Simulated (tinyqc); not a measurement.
Resistance of a source-drain extension with a graded tip: two steps of the calculation.

y runs along the channel, the gate covers y > 0. The doping is N0 for y < y0 and N0 10^(-(y - y0)/la) beyond, uniform over the depth xj. Sheet conductance s(y) = q mu(N) max(N - Nch, 0) xj + (for y > 0) ma Cox Vo, with mu(N) = u0 + (u1 - u0)/(1 + (N/Nr)^au) and Cox = eps0 eox/tox. Current is taken as one-dimensional; depletion of the tip, spreading and the contact are left out. The metallurgical junction lies at yj, where N = Nch.

Parameters, values chosen for the exercise; mobility law close to that of electrons in silicon:
```
symbol   value        unit                                                               meaning
eox       21.5              relative permittivity of the gate insulator (close to hafnium oxide)
tox          3          nm                                                   insulator thickness
N0      7.4e19       cm^-3                      active doping of the extension far from the gate
la         3.1   nm/decade                                                    lateral abruptness
y0         0.7          nm        position under the gate where the fall begins (gate edge at 0)
xj          10          nm                                                depth of the extension
Nch     5.7e17       cm^-3                                                        channel doping
Vo        0.78           V                                                        gate overdrive
ma          86  cm^2/(V s)                                    mobility of the gate-induced layer
u1        1414  cm^2/(V s)                                                mobility at low doping
u0        68.5  cm^2/(V s)                                               mobility at high doping
Nr      9.2e16       cm^-3                                                      reference doping
au       0.711                                                                          exponent
Lg          50          nm                                                           gate length
```

Constants: q = 1.602176634e-19 C, eps0 = 8.8541878128e-14 F/cm where lengths are in cm. Results are converted to the units shown.

Question 1. Sheet resistances and junction position. yj = y0 + la log10(N0/Nch); sheet resistance of the full extension 1/[q mu(N0)(N0 - Nch) xj] and of the gate-induced layer 1/(ma Cox Vo); metallurgical length Lg - 2 yj; ye is where the doped and the gate-induced conductances are equal.

Give: yj; sheet resistance of the extension; sheet resistance of the induced layer; metallurgical length; ye; N at ye.

Answer 1.

yj = 7.2514 nm
sheet resistance of the extension = 1063.0 ohm/square
sheet resistance of the induced layer = 2349.3 ohm/square
metallurgical length = 35.497 nm
ye = 1.9129 nm
N at ye = 3.0060e19 cm^-3

The gate takes over 5.34 nm before the junction, where N is still 52.7 times the channel doping.

Question 2. Resistance of the overlapped part. Midpoint rule on 8 equal steps from 0 to yj: R_ov = sum h/s(y), per width.

Give: y; N; doped conductance; sheet resistance; R_ov.

Answer 2.

```
point   y (nm)  N (cm^-3)  doped conductance (uS)  sheet resistance (ohm/square)
0      0.45321  7.4000e19                  940.78                         731.83
1       1.3596  4.5336e19                  607.40                         968.00
2       2.2661  2.3123e19                  341.23                         1304.0
3       3.1725  1.1794e19                  197.56                         1604.6
4       4.0789  6.0153e18                  116.93                         1843.0
5       4.9853  3.0681e18                  68.513                         2023.6
6       5.8918  1.5648e18                  36.151                         2165.4
7       6.7982  7.9813e17                  11.213                         2289.0
```

R_ov = 11.720 ohm um

tinyqc, about 0.03 s, one thread, Intel Xeon 2.30GHz (shared host): `OMP_NUM_THREADS=1 python tinyqc.py 2282194 2282195 out.jsonl`
